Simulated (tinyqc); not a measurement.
MOSFET in the linear regime without short-channel effects, parameter extraction from computed curves: extraction methods against the drawn gate length.

Inversion charge Q = Cox n Vt W0(exp((Vg - VT)/(n Vt))), W0 the Lambert function and n = nf; u = Q/Cox; mobility mu = mu0/(1 + th1 u + th2 u^2); channel resistance Rch = (L - dL)/(W mu Q); Id = Vd/(Rch + Rsd/W). Cox = eps0 eox/tox. Small Vd, no channel-length or drain effects.

From the continuous curve Id(Vg): tangent at peak gm (V_ext = Vg - Id/gm); constant current Id = 0.1 uA W/L; peak of d2Id/dVg2; Y = Id/sqrt(gm) drawn through Vg = VT + 0.6 and VT + 0.8 V, with intercept VT_Y and slope s. Mobilities gm,max L/(W Cox Vd) and s^2 L/(W Cox Vd) with the drawn L. Last column: share of Rsd/W in the total resistance at VT + 0.8 V.

Values chosen for this exercise; channel values of the order met in silicon transistors:
- T = 200 K (temperature)
- eox = 7.72 (relative permittivity of the gate insulator (close to silicon nitride))
- tox = 2.4 nm (insulator thickness)
- mu0 = 92 cm^2/(V s) (low-field mobility)
- th1 = 0.67 1/V (first mobility attenuation factor)
- th2 = 0 1/V^2 (second mobility attenuation factor)
- VT = 0.27 V (threshold voltage)
- nf = 1.43 (body factor)
- W = 1 um (gate width)
- dL = 0.017 um (drawn less effective length)
- Rsd = 150 ohm um (source plus drain resistance)
- Vd = 0.05 V (drain voltage)

Constants: q = 1.602176634e-19 C, kB = 1.380649e-23 J/K, Vt = kB T/q, eps0 = 8.8541878128e-14 F/cm where lengths are in cm. Results are converted to the units shown.

Result of one run:
```
L (um)	V_ext (V)	constant current (V)	second derivative (V)	VT_Y (V)	mobility from gm (cm^2/(V s))	mobility from Y (cm^2/(V s))	series share (%)
1.2	0.272	0.248	0.263	0.312	65.9	86.3	1.58
```

What becomes of these results when the drawn gate length L is changed from 1.2 to 0.13 um, all else the same?

Result of the changed run:
```
L (um)	V_ext (V)	constant current (V)	second derivative (V)	VT_Y (V)	mobility from gm (cm^2/(V s))	mobility from Y (cm^2/(V s))	series share (%)
0.13	0.267	0.245	0.262	0.312	70.0	97.9	14.4
```

The whole series:
```
L (um)	V_ext (V)	constant current (V)	second derivative (V)	VT_Y (V)	mobility from gm (cm^2/(V s))	mobility from Y (cm^2/(V s))	series share (%)
0.03	0.249	0.224	0.255	0.312	101	196	59.4
0.062	0.261	0.239	0.260	0.312	76.8	117	29.7
0.13	0.267	0.245	0.262	0.312	70.0	97.9	14.4
0.27	0.270	0.247	0.262	0.312	67.4	90.8	7.00
0.56	0.271	0.248	0.263	0.312	66.4	87.8	3.39
1.2	0.272	0.248	0.263	0.312	65.9	86.3	1.58
2.4	0.273	0.249	0.263	0.312	65.7	85.7	0.792
5	0.273	0.249	0.263	0.312	65.5	85.4	0.381
```

The model has VT = 0.27 V and mu0 = 92 cm^2/(V s). Over the table the extracted thresholds move by 24 mV (tangent), 25 mV (constant current), 8.0 mV (second derivative), under 0.5 mV (Y function). The mobility from gm falls from 101 to 65.5 and that from Y falls from 196 to 85.4 cm^2/(V s).

Numbers from tinyqc (`OMP_NUM_THREADS=1 python tinyqc.py 2210157 2210158 out.jsonl`; about 0.02 s on one thread of a shared Intel Xeon 2.30GHz).
